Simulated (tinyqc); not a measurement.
Worked calculation: time-dependent dielectric breakdown: cell percolation, Weibull statistics, area scaling and voltage extrapolation. Computed by tinyqc, a small Python program that keeps every step. Command: `OMP_NUM_THREADS=1 python tinyqc.py 3024795 3024796 out.jsonl tddb walk`. One thread of a shared host (Intel(R) Xeon(R) Processor @ 2.30GHz), about 0.01 s of CPU time with the checks. Intermediate numbers are printed to about 5 digits and carried at full precision; extremes and crossings named in words are read from the listed rows.

The oxide is divided into columns of area a^2, each holding m = t_ox/a cells (m is taken as continuous). A share lambda(t) = (t/t_1)^alpha of the cells is defective, and a column whose cells are all defective breaks down.

Inputs (values chosen for the exercise, for a model gate oxide):
```
quantity,value,unit
oxide thickness t_ox,2.8,nm
defect cell size a,1.2,nm
exponent alpha of defect growth,0.9,-
time t_1 at which the occupied share would reach 1,5e+07,s
test area A,0.9,um^2
product area A_u,500000,um^2
stress voltage V,4.07,V
use voltage V_u,2.7,V
local exponent n = -d ln t/d ln V at the stress voltage,35,-
activation energy E_a,0.62,eV
stress temperature T,125,C
use temperature T_u,100,C
allowed failure fraction F,0.001,-
```

Voltage law used: power.

Constants: k_B = 8.617333262e-05 eV/K.

## Weibull parameters from the cell model

Failure fraction F = 1 - (1 - lambda^m)^N with N = A/a^2 columns, which for small lambda^m is 1 - exp(-(t/t63)^beta) with beta = alpha m and t63 = t_1 N^(-1/beta); critical share lambda(t63) = N^(-1/m). 1 um^2 = 1e6 nm^2.

cells per column m = 2.3333

columns N = 625000

Weibull slope beta = 2.1

characteristic life t63 = 86901 s

critical share of defective cells = 0.0032813

Times between F = 10 % and 90 % span a factor 4.34: the smaller beta = alpha m, the wider the scatter. Caution: t_1 is an input here; in a real oxide it changes with thickness at fixed voltage.

## A sample of breakdown times

uniform random numbers u: [0.1805, 0.8017, 0.3591, 0.8006, 0.1132, 0.9689, 0.6158, 0.1770, 0.7709, 0.1390]

Each device fails at t = t63 (-ln(1 - u))^(1/beta). Sort the times; median rank F_i = (i - 0.3)/(n_s + 0.4) for n_s devices; W = ln(-ln(1 - F_i)).

Weibull plot:
```
i,t (s),F_i,ln t,W
1,3.1679e+04,0.06731,10.363,-2.6638
2,3.5174e+04,0.16346,10.468,-1.7233
3,3.9878e+04,0.25962,10.594,-1.2020
4,4.0291e+04,0.35577,10.604,-0.8217
5,5.9091e+04,0.45192,10.987,-0.5086
6,8.5084e+04,0.54808,11.351,-0.2304
7,1.0452e+05,0.64423,11.557,0.0329
8,1.0910e+05,0.74038,11.600,0.2990
9,1.0928e+05,0.83654,11.602,0.5940
10,1.5717e+05,0.93269,11.965,0.9927
```

## Fitting the sample

W = ln(-ln(1 - F_i)) with the median ranks F_i. Least squares in W: W = beta ln t - beta ln t63. Maximum likelihood: solve sum t^b ln t/sum t^b - 1/b = mean of ln t for b, then t63 = (mean of t^b)^(1/b).

slope by least squares = 1.8250

t63 by least squares = 88943 s

slope by maximum likelihood = 2.0650

t63 by maximum likelihood = 87572 s

The true values are beta = 2.100 and t63 = 86900 s. With 10 devices the standard error of the maximum-likelihood slope is about 0.78 beta/sqrt(n_s) = 0.52; the fits miss by -0.27 and -0.03, and t63 by +2 and +1 %.

## Projection to use conditions

All three voltage laws share the slope n at the stress voltage. Factor t(V_u)/t(V): E law exp(n (1 - V_u/V)); 1/E law exp(n (V/V_u - 1)); power law (V/V_u)^n. Temperatures in kelvin are T(C) + 273.15. Temperature factor exp[(E_a/k_B)(1/T_u - 1/T)]; area factor (A/A_u)^(1/beta); percentile factor (-ln(1 - F))^(1/beta); life = t63 x all four; 1 year = 3.15576e7 s.

voltage factor = 1.7301e+06

temperature factor = 3.3558

area factor = 0.0018383

percentile factor = 0.037285

projected life = 1.0958 years

Area and percentile together cost 4.2 decades, voltage and temperature return 6.8; a ten-year target is missed.

## Three voltage laws

Life = t63 x voltage, temperature, area and percentile factors, the last three as above.

Log10 of the life in years:
```
V_u/V,V_u (V),E law,1/E law,power law
1.00,4.0700,-6.1983,-6.198,-6.1983
0.95,3.8665,-5.4383,-5.398,-5.4187
0.90,3.6630,-4.6783,-4.509,-4.5968
0.80,3.2560,-3.1583,-2.398,-2.8065
0.70,2.8490,-1.6382,0.316,-0.7768
0.60,2.4420,-0.1182,3.935,1.5664
0.50,2.0350,1.4018,9.002,4.3377
0.40,1.6280,2.9218,16.602,7.7296
```

At V_u/V = 0.9 the laws differ by 0.17 decades at most, and at 0.5 by 7.6. The E law is the most cautious and the 1/E law the most hopeful. Ten years are reached at V_u/V = 0.526 (E), 0.679 (1/E), 0.623 (power). Caution: the rows at low voltage extrapolate over many decades and cannot be tested.

Checks made by the program: Weibull form against the exact column count at t63 (relative difference 5e-07).
